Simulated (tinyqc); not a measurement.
FCI on RHF in the sto-3g basis, for H3-, spin multiplicity 1, step by step. The basis has no diffuse functions, so it cannot describe the extra electron: this is an exercise in the method, not the real anion. Computed by tinyqc, a small Python program that keeps every step (integrals from PySCF). Settings: charge = -1, multiplicity = 1, basis = sto-3g, method = RHF, energy threshold = 1e-10, iteration cap = 61, orthogonalisation = canonical, start = Wolfsberg-Helmholz matrix, DIIS depth = 6, ci = FCI, davidson = 1. Command: `OMP_NUM_THREADS=1 python tinyqc.py 31832 31833 out.jsonl` (the two numbers bound the seeds that draw the settings). One thread of a shared host (Intel(R) Xeon(R) Processor @ 2.60GHz), about 0.07 s of CPU time with the checks. Later iterations appear only in the table of the cycle.

## One-electron integrals

Geometry (angstrom):
```
atom        x        y         z
H     0.00000  0.00000   0.00000
H     0.00000  0.00000   1.12000
H     0.00000  0.00000  -1.12000
```

Basis sto-3g: exponents (1/bohr^2) and contraction coefficients of normalised primitives:
```
element  l (shell)  exponent  coefficient
H            s (1)   3.42525      0.15433
H            s (1)   0.62391      0.53533
H            s (1)   0.16886      0.44463
```

Overlap, kinetic and nuclear-attraction integrals over the contracted functions; the nuclear repulsion is the sum of Za Zb / Rab.

nuclear repulsion = 1.1811991 hartree

overlap S, order 1H 1s, 2H 1s, 3H 1s:
$$\begin{pmatrix}
1.00000 & 0.42872 & 0.42872 \\
0.42872 & 1.00000 & 0.07935 \\
0.42872 & 0.07935 & 1.00000
\end{pmatrix}$$

kinetic energy T (hartree), order 1H 1s, 2H 1s, 3H 1s:
$$\begin{pmatrix}
0.76003 & 0.07264 & 0.07264 \\
0.07264 & 0.76003 & -0.01147 \\
0.07264 & -0.01147 & 0.76003
\end{pmatrix}$$

nuclear attraction V (hartree), order 1H 1s, 2H 1s, 3H 1s:
$$\begin{pmatrix}
-2.15347 & -0.78667 & -0.78667 \\
-0.78667 & -1.92626 & -0.13481 \\
-0.78667 & -0.13481 & -1.92626
\end{pmatrix}$$

core Hamiltonian H = T + V (hartree), order 1H 1s, 2H 1s, 3H 1s:
$$\begin{pmatrix}
-1.39344 & -0.71403 & -0.71403 \\
-0.71403 & -1.16623 & -0.14628 \\
-0.71403 & -0.14628 & -1.16623
\end{pmatrix}$$

## Two-electron integrals

Functions are numbered as in S; the eight-fold symmetry (ij|kl) = (ji|kl) = (kl|ij) leaves the list below.

Two-electron integrals (ij|kl) in chemists' order, unique and non-zero (hartree):
```
(11|11) 0.77461   (21|11) 0.25741   (21|21) 0.11421   (22|11) 0.44073
(22|21) 0.25741   (22|22) 0.77461   (31|11) 0.25741   (31|21) 0.08007
(31|22) 0.13550   (31|31) 0.11421   (32|11) 0.04569   (32|21) 0.01738
(32|22) 0.03492   (32|31) 0.01738   (32|32) 0.00313   (33|11) 0.44073
(33|21) 0.13550   (33|22) 0.23592   (33|31) 0.25741   (33|32) 0.03492
(33|33) 0.77461
```

## Orthogonalisation

S = U s U^T; canonical form X = U s^(-1/2), so that X^T S X = 1. Each column of U has its largest component positive (the first on a tie).

eigenvalues of S: [0.43208, 0.92065, 1.64727]

X, order 1H 1s, 2H 1s, 3H 1s:
$$\begin{pmatrix}
1.11029 & 0.00000 & 0.53265 \\
-0.73540 & 0.73695 & 0.40209 \\
-0.73540 & -0.73695 & 0.40209
\end{pmatrix}$$

## Starting guess

The start is the generalised Wolfsberg-Helmholz matrix (K = 1.75) built on H; D = 2 C_occ C_occ^T.

D at the start, order 1H 1s, 2H 1s, 3H 1s:
$$\begin{pmatrix}
0.78735 & 0.42218 & 0.42218 \\
0.42218 & 1.31257 & -0.85982 \\
0.42218 & -0.85982 & 1.31257
\end{pmatrix}$$

## Iteration 1: building the Fock matrix

J_ij = sum D_kl (ij|kl), K_ij = sum D_kl (ik|jl); F = H + J - 0.5 K; E = tr D H + tr D J / 2 - 0.25 tr D K + E_nn.

Coulomb J (hartree), order 1H 1s, 2H 1s, 3H 1s:
$$\begin{pmatrix}
2.12299 & 0.85255 & 0.85255 \\
0.85255 & 1.94509 & 0.15162 \\
0.85255 & 0.15162 & 1.94509
\end{pmatrix}$$

exchange K (hartree), order 1H 1s, 2H 1s, 3H 1s:
$$\begin{pmatrix}
1.20669 & 0.71927 & 0.71927 \\
0.71927 & 1.28272 & 0.07827 \\
0.71927 & 0.07827 & 1.28272
\end{pmatrix}$$

Fock matrix F (hartree), order 1H 1s, 2H 1s, 3H 1s:
$$\begin{pmatrix}
0.12620 & -0.22112 & -0.22112 \\
-0.22112 & 0.13751 & -0.03380 \\
-0.22112 & -0.03380 & 0.13751
\end{pmatrix}$$

total energy of this density = -1.3027133 hartree

## Iteration 1: diagonalisation and new density

Diagonalise F' = X^T F X, C = X C', fill 2 alpha and 2 beta electrons from the bottom; D = 2 C_occ C_occ^T. Each column has its largest component positive (the first on a tie).

F' = X^T F X (hartree):
$$\begin{pmatrix}
0.98994 & 0.00000 & -0.01090 \\
0.00000 & 0.18607 & 0.00000 \\
-0.01090 & 0.00000 & -0.12009
\end{pmatrix}$$

orbital energies (hartree): MO1 -0.12020, MO2 0.18607, MO3 0.99005

coefficients C, order 1H 1s, 2H 1s, 3H 1s:
$$\begin{pmatrix}
0.54352 & 0.00000 & 1.10501 \\
0.39485 & 0.73695 & -0.73931 \\
0.39485 & -0.73695 & -0.73931
\end{pmatrix}$$

D after iteration 1, order 1H 1s, 2H 1s, 3H 1s:
$$\begin{pmatrix}
0.59084 & 0.42922 & 0.42922 \\
0.42922 & 1.39800 & -0.77438 \\
0.42922 & -0.77438 & 1.39800
\end{pmatrix}$$

## Iteration 8 (converged): orbitals

converged F (hartree), order 1H 1s, 2H 1s, 3H 1s:
$$\begin{pmatrix}
0.11969 & -0.22841 & -0.22841 \\
-0.22841 & 0.11989 & -0.04319 \\
-0.22841 & -0.04319 & 0.11989
\end{pmatrix}$$

As before.

F' = X^T F X (hartree):
$$\begin{pmatrix}
0.97651 & 0.00000 & 0.00041 \\
0.00000 & 0.17714 & 0.00000 \\
0.00041 & 0.00000 & -0.13692
\end{pmatrix}$$

orbital energies (hartree): MO1 -0.13692, MO2 0.17714, MO3 0.97651

coefficients C, order 1H 1s, 2H 1s, 3H 1s:
$$\begin{pmatrix}
0.53223 & 0.00000 & 1.11049 \\
0.40236 & 0.73695 & -0.73525 \\
0.40236 & -0.73695 & -0.73525
\end{pmatrix}$$

D after iteration 8, order 1H 1s, 2H 1s, 3H 1s:
$$\begin{pmatrix}
0.56654 & 0.42830 & 0.42830 \\
0.42830 & 1.40999 & -0.76240 \\
0.42830 & -0.76240 & 1.40999
\end{pmatrix}$$

## Convergence

Stop when the energy changes by less than 1e-10 hartree and every element of the error matrix X^T (F D S - S D F) X is below 3e-06.

Course of the cycle:
```
iteration  E (hartree)     change  largest element of the error matrix
1           -1.3027133          -                             1.71e-01
2           -1.3175859  -1.49e-02                             2.00e-02
3           -1.3177901  -2.04e-04                             2.27e-05
4           -1.3177901  -2.12e-10                             9.87e-06
5           -1.3177901  -2.93e-11                             6.31e-06
6           -1.3177901  -9.32e-12                             4.64e-06
7           -1.3177901  -4.11e-12                             3.67e-06
8           -1.3177901  -6.85e-12                             1.77e-09
```

PySCF RHF in the same basis = -1.3177901 hartree

Converged in 8 iterations.

## Populations, bond orders and dipole

Mulliken: Z minus the diagonal of D S on the atom; Loewdin: the same with S^(1/2) D S^(1/2); Mayer order: 2 sum_s sum (D(s) S)_ij (D(s) S)_ji over the two atoms.

Charges (e):
```
atom  Mulliken   Loewdin
1H     0.06622   0.06604
2H    -0.53311  -0.53302
3H    -0.53311  -0.53302
```

Mayer bond orders:
```
pair    order
2-1   0.49781
3-1   0.49781
3-2   0.21799
```

dipole moment about the origin, x y z (debye): [0.00000, 0.00000, 0.00000]

## Integrals over molecular orbitals

(pq|rs) = sum C_ip C_jq C_kr C_ls (ij|kl), one index at a time.

one-electron integrals over orbitals h = C^T H C (hartree):
$$\begin{pmatrix}
-1.43135 & 0.00000 & -0.12626 \\
0.00000 & -1.10786 & 0.00000 \\
-0.12626 & 0.00000 & -0.80544
\end{pmatrix}$$

Two-electron integrals over orbitals (pq|rs), unique and non-zero (hartree):
```
(11|11) 0.52683    (21|21) 0.16194    (22|11) 0.46477    (22|22) 0.51740
(31|11) 0.07743    (31|22) -0.04750   (31|31) 0.13970    (32|21) -0.14383
(32|32) 0.14581    (33|11) 0.55015    (33|22) 0.48358    (33|31) 0.09261
(33|33) 0.60361
```

## FCI: determinants and Hamiltonian

Hartree-Fock energy = -1.3177901 hartree

Slater-Condon rules over spin orbitals, with the nuclear repulsion added and E(HF) subtracted on the diagonal.

Occupation strings over the orbitals (2 doubly, a alpha, b beta, 0 empty; spin orbitals ordered 1a 1b 2a 2b ...): 220 2ab a2b 2ba b2a 202 ab2 ba2 022

H - E(HF) between determinants (hartree):
```
         220       2ab       a2b       2ba       b2a       202       ab2       ba2
220  0.00000   0.00000   0.00000   0.00000   0.00000   0.14581   0.00000   0.00000
2ab  0.00000   0.46161   0.00000  -0.14581   0.00000   0.00000  -0.14383   0.14011
a2b  0.00000   0.00000   0.70298   0.00000  -0.13970   0.14383   0.00000   0.00000
2ba  0.00000  -0.14581   0.00000   0.46161   0.00000   0.00000   0.14011  -0.14383
b2a  0.00000   0.00000  -0.13970   0.00000   0.70298  -0.14383   0.00000   0.00000
202  0.14581   0.00000   0.14383   0.00000  -0.14383   1.07707   0.00000   0.00000
ab2  0.00000  -0.14383   0.00000   0.14011   0.00000   0.00000   1.19924  -0.16194
ba2  0.00000   0.14011   0.00000  -0.14383   0.00000   0.00000  -0.16194   1.19924
022  0.13970   0.00000   0.01518   0.00000  -0.01518   0.16194   0.00000   0.00000

          022
220   0.13970
2ab   0.00000
a2b   0.01518
2ba   0.00000
b2a  -0.01518
202   0.16194
ab2   0.00000
ba2   0.00000
022   1.43610
```

## FCI: roots

Diagonalise (each vector has its largest component positive (the first on a tie)); all determinants have Ms = 0, so triplets appear too. The lowest singlet root is the correlation energy.

lowest roots of this matrix, relative to E(HF) (hartree): [-0.02974, 0.31578, 0.51242, 0.56328, 0.72447, 1.03731, 1.12595, 1.45617]

lowest vectors, order 220, 2ab, a2b, 2ba, b2a, 202, ab2, ba2, 022:
$$\begin{pmatrix}
0.98848 & 0.00000 & 0.00000 & 0.00000 \\
0.00000 & 0.70710 & 0.67058 & 0.00000 \\
0.02186 & 0.00000 & 0.00000 & 0.70711 \\
0.00000 & 0.70710 & -0.67058 & 0.00000 \\
-0.02186 & 0.00000 & 0.00000 & 0.70711 \\
-0.12406 & 0.00000 & 0.00000 & 0.00000 \\
0.00000 & 0.00365 & 0.22434 & 0.00000 \\
0.00000 & 0.00365 & -0.22434 & 0.00000 \\
-0.08095 & 0.00000 & 0.00000 & 0.00000
\end{pmatrix}$$

<S^2> of these roots: [0.00000, 2.00000, 0.00000, 2.00000, 0.00000, 2.00000, 0.00000, 0.00000]

weight of the ground state by excitation level 0, 1, 2, ...: [0.97710, 0.00096, 0.02194]

## The lowest root by the Davidson method

Start from the reference; add the residual divided by (theta - H_ii), orthogonalised, at each step.

Davidson iterations:
```
iteration  subspace  lowest Ritz value (hartree)  residual norm
1                 1                            0       2.02e-01
2                 2                   -0.0289288       2.57e-02
3                 3                   -0.0297206       4.82e-03
4                 4                   -0.0297406       1.78e-16
```
